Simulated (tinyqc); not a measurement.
Inside a calculation. Method: plane-wave Kohn-Sham cycle with exchange-only LDA in a layered model solid. One step of it, computed by the program tinyqc.

Question. Iteration 1: levels at that k. Diagonalise the Hermitian matrix.

H (hartree), order -2, -1, +0, +1, +2:
```
[[0.671301, -0.180000, 0.035000, 0.000000, 0.000000],
 [-0.180000, 0.001115, -0.180000, 0.035000, 0.000000],
 [0.035000, -0.180000, -0.222280, -0.180000, 0.035000],
 [0.000000, 0.035000, -0.180000, 0.001115, -0.180000],
 [0.000000, 0.000000, 0.035000, -0.180000, 0.671301]]
```

Give: eigenvalues.

Answer.

eigenvalues (hartree): [-0.3813, -0.0772, 0.1332, 0.7146, 0.7332]
